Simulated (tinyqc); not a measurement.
Schottky barrier on an n-type semiconductor with a surface-enhanced doping, non-linear Poisson equation by Newton steps: Capacitance-voltage profiling.

One dimension, metal at x = 0, donor density C(x) = Nd + N0 exp(-x/Ls). Energies are counted from the electron Fermi level of the semiconductor and the conduction-band edge is Ec = -psi, so n = Nc exp(psi/Vt); holes follow the Fermi level of the metal, at -V, so p = Nv exp((V - psi - Eg)/Vt). Ends: psi(0) = V - phiB and psi = Vt ln(Nd/Nc) deep inside. Boltzmann statistics, full ionisation, no current, no image force in the Poisson equation.

The Poisson equation d/dx(eps0 eps_r dpsi/dx) = -q (p - n + C) is solved on a mesh of about 1000 nodes or more that ends in neutral material. C_s = q d/dV of the integral of n over x, from the linearised equation. Probed depth w = eps0 eps_r/C_s; apparent doping N_app = C_s^3/(q eps0 eps_r dC_s/dV), the derivative by central differences over +/- 0.02 V.

Values chosen for this exercise; band and dielectric values close to those of gallium phosphide: temperature T = 400 K; band gap Eg = 2.23 eV; relative permittivity eps_r = 11.1; conduction-band density of states at T Nc = 2.73e19 cm^-3; valence-band density of states at T Nv = 2.89e19 cm^-3; donor density deep in the semiconductor Nd = 3.1e15 cm^-3; barrier height phiB = 1.24 eV; extra donor density at the surface N0 = 2.3e16 cm^-3; decay length Ls = 430 nm.

Constants: q = 1.602176634e-19 C, kB = 1.380649e-23 J/K, Vt = kB T/q, eps0 = 8.8541878128e-14 F/cm where lengths are in cm. Results are converted to the units shown.

Capacitance-voltage profiling:
```
V (V),C_s (nF/cm^2),w (nm),N_app (cm^-3),true C(w) (cm^-3),|E_0| (kV/cm)
0,39.2,251,1.60e16,1.59e16,83.2
-0.8,27.1,362,1.30e16,1.30e16,109
-1.6,21.3,462,1.10e16,1.10e16,129
-2.4,17.6,557,9.42e15,9.40e15,145
-3.2,15.1,650,8.20e15,8.18e15,158
-4,13.3,741,7.23e15,7.20e15,169
-4.8,11.8,833,6.44e15,6.42e15,180
-5.6,10.6,924,5.81e15,5.78e15,189
-6.4,9.68,1.02e3,5.30e15,5.27e15,197
-7.2,8.88,1.11e3,4.88e15,4.85e15,205
-8,8.21,1.20e3,4.55e15,4.52e15,212
```

Read the table: what changes, and by how much?

C_s falls from 39.2 to 8.21 nF/cm^2 while the probed depth goes from 251 to 1200 nm. The apparent doping falls from 1.60e16 to 4.55e15 cm^-3. It departs most from the true doping at that depth for V = -7.2 V, where it is 0.54 % above it; so the doping is read well over the depths probed.

Numbers from tinyqc (`OMP_NUM_THREADS=1 python tinyqc.py 2020141 2020142 out.jsonl`; about 0.2 s on one thread of a shared Intel Xeon 2.30GHz).
